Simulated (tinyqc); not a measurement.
Worked calculation: rapid thermal processing of a wafer: radiative balance, ramp and cooling, pattern effects, pyrometer error and spike budget. Computed by tinyqc, a small Python program that keeps every step. Command: `OMP_NUM_THREADS=1 python tinyqc.py 3110365 3110366 out.jsonl rtp walk`. One thread of a shared host (Intel(R) Xeon(R) Processor @ 2.30GHz), about 0.04 s of CPU time with the checks. Intermediate numbers are printed to about 6 digits and carried at full precision; extremes and crossings named in words are read from the listed rows.

The wafer is opaque and uniform through its thickness unless said otherwise; temperatures in formulas are in kelvin (C + 273.15). sigma = 5.670374419e-12 W/(cm^2 K^4).

Inputs (values chosen for the exercise, modelled on a hot silicon wafer):
```
quantity                                              value         unit
wafer thickness d                                       725   micrometre
heat capacity per volume C                             2.03   J/(cm^3 K)
thermal conductivity k                                 0.27     W/(cm K)
emissivity eps of each face                            0.71            -
reflectivity of the chamber walls r                    0.28            -
gas heat-transfer coefficient h, both faces together    1.6  mW/(cm^2 K)
wall temperature T_w                                    350            K
process temperature                                     967            C
starting temperature                                    450            C
ramp rate                                               360          K/s
relative change of absorptivity over a pattern          4.3            %
period of the pattern                                    11           mm
pyrometer wavelength                                    2.3   micrometre
error of the assumed emissivity                         9.4            %
activation energy of the process E_a                      2           eV
```

Constants: k_B = 8.617333262e-05 eV/K; h = 6.62607015e-34 J s; c = 299792458 m/s; k_B = 1.380649e-23 J/K.

## Power to hold and to ramp

Effective emissivity between parallel grey plates: eps_eff = 1/(1/eps + 1/(1 - r) - 1). Loss per area q(T) = 2 eps_eff sigma (T^4 - T_w^4) + h (T - T_w). Absorbed power during a ramp = q(T) + C d x ramp rate; thermal time constant tau = C d/(dq/dT), dq/dT = 8 eps_eff sigma T^3 + h; natural cooling rate q/(C d); front-to-back difference under one-sided heating at the end of the ramp = (absorbed power) d/(2 k).

eps_eff = 0.556378

holding power q = 16.2544 W/cm^2

power at the end of the ramp = 69.2374 W/cm^2

dq/dT = 49.7387 mW/(cm^2 K)

time constant tau = 2.95896 s

natural cooling rate = 110.442 K/s

front-to-back difference = 9.29576 K

Radiation carries 91 % of the loss. The ramp needs 4.3 times the holding power.

## Cooling curve

Cooling with the lamps off: C d dT/dt = -q(T), integrated adaptively (relative tolerance 1e-10).

Lamps off at t = 0:
```
t (s)    T (C)  cooling rate (K/s)
0.30   935.453             100.168
0.59   907.658              91.737
1.20   856.230              77.579
2.10   793.547              62.654
3.00   742.142              52.145
4.40   677.562              40.912
7.40   577.704              27.271
12.00  477.999              17.366
```

The rate falls from 110 K/s at t = 0 to 17.4 K/s in the last row.

## Thermal budget of a spike

Spike anneal: linear ramp to the peak, then lamps off. Equivalent time at the peak = int exp(-(E_a/k_B)(1/T - 1/T_peak)) dt; estimate (k_B T^2/E_a)(1/ramp rate + 1/cooling rate). The ramp part uses 4000 trapezoid steps, the cooling part 4000 steps over 4 tau. Time within 50 K of the peak from the same curves.

equivalent time, ramp = 0.167018 s

equivalent time, cooling = 0.659139 s

equivalent time, total = 0.826157 s

estimate = 0.784079 s

time within 50 K of the peak = 0.628558 s

Cooling supplies 80 % of the budget.

## What a faster ramp buys

The formulas are those given above.

Against the ramp rate:
```
ramp (K/s)  ramp part (s)  cooling part (s)  total (s)  power at the peak (W/cm^2)
10                6.01265          0.659139    6.67179                      17.726
25                2.40506          0.659139    3.06420                      19.934
50                1.20253          0.659139    1.86167                      23.613
100               0.60126          0.659139    1.26040                      30.972
250               0.24051          0.659139    0.89965                      53.048
500               0.12025          0.659139    0.77939                      89.842
1000              0.06013          0.659139    0.71927                     163.429
```

From 10 to 100 K/s the total falls by a factor 5.3, from 100 to 1000 K/s by 1.75: the cooling part, 0.659 s, is a floor, and the natural cooling rate here is 110 K/s.

## Pattern effect

At steady state a sinusoidal change of absorbed power of relative amplitude a and period p gives the temperature amplitude a q/(dq/dT + k d (2 pi/p)^2); healing length l = sqrt(k d/(dq/dT)); process change = E_a dT/(k_B T^2). Emissivity is taken as unchanged.

healing length l = 6.27341 mm

amplitude without lateral conduction = 14.0522 K

amplitude = 1.01529 K

change of the process rate = 1.53215 %

Lateral conduction cuts the amplitude to 7.2 %, since p/(2 pi l) = 0.28.

## Pyrometer error

Signal proportional to eps/(exp(c2/(lambda T)) - 1), c2 = h c/k_B. If the assumed emissivity is too high by the given error, the reading T' solves (1 + error)/(exp(c2/(lambda T')) - 1) = 1/(exp(c2/(lambda T)) - 1). Wien estimate: T' - T = -lambda T^2 ln(1 + error)/c2. Process rates go as exp(-E_a/(k_B T)).

c2 = 14387.8 micrometre K

c2/(lambda T) = 5.04419

reading less true temperature = -21.5699 K

Wien estimate = -22.0880 K

rate at T over rate at T', less 1 = 39.2731 %

Caution: below about 600 C lightly doped silicon is partly transparent at this wavelength, so its emissivity is not yet the hot value early in the ramp.

Checks made by the program: cooling time against quadrature of C d dT/q (relative difference 3e-08).
